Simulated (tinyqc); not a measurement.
sp3s* tight binding: one step. Levels at Gamma. Two cases, with inputs chosen for the exercise.

Task: At k = 0 only g0 = 1 is left and H falls into 2 x 2 blocks [[E_a, V], [V, E_c]] with roots (E_a + E_c)/2 -/+ sqrt(((E_a - E_c)/2)^2 + V^2); the s* levels stay uncoupled. The direct gap runs from the highest lower root of the p blocks to the lowest upper root.

Give: Blocks at Gamma (eV); direct gap at Gamma.

Case 1.

Values chosen (near a published set for Si, fitted to gaps, whose masses and valley positions are rough; the results hold for these values, not for the real material): Esa = -4.176 eV (s level of the anion); Esc = -4.176 eV (s level of the cation); Epa = 1.717 eV (p level of the anion); Epc = 1.717 eV (p level of the cation); Vss = -8.249 eV (s-s); Vxx = 1.714 eV (px-px).

Result:

Blocks at Gamma (eV):
```
block,E_a,E_c,V,lower root,upper root
s (Gamma1),-4.1760,-4.1760,-8.2490,-12.4250,4.0730
p (Gamma15),1.7170,1.7170,1.7140,0.0030,3.4310
```

direct gap at Gamma = 3.4280 eV

The lowest empty level at Gamma is p-like.

Case 2.

Values chosen (near a published set for GaAs, fitted to gaps, whose masses and valley positions are rough; the results hold for these values, not for the real material): Esa = -8.32 eV (s level of the anion); Esc = -2.676 eV (s level of the cation); Epa = 1.034 eV (p level of the anion); Epc = 3.69 eV (p level of the cation); Vss = -6.463 eV (s-s); Vxx = 1.957 eV (px-px).

Result:

Blocks at Gamma (eV):
```
block,E_a,E_c,V,lower root,upper root
s (Gamma1),-8.3200,-2.6760,-6.4630,-12.5502,1.5542
p (Gamma15),1.0340,3.6900,1.9570,-0.0030,4.7270
```

direct gap at Gamma = 1.5573 eV

The lowest empty level at Gamma is s-like.

Computed by tinyqc, one run a case: `OMP_NUM_THREADS=1 python tinyqc.py N N+1 out.jsonl` with N = 1481647, 1481708; one thread of a shared Intel(R) Xeon(R) Processor @ 2.30GHz, about 0.1 s a run at most.
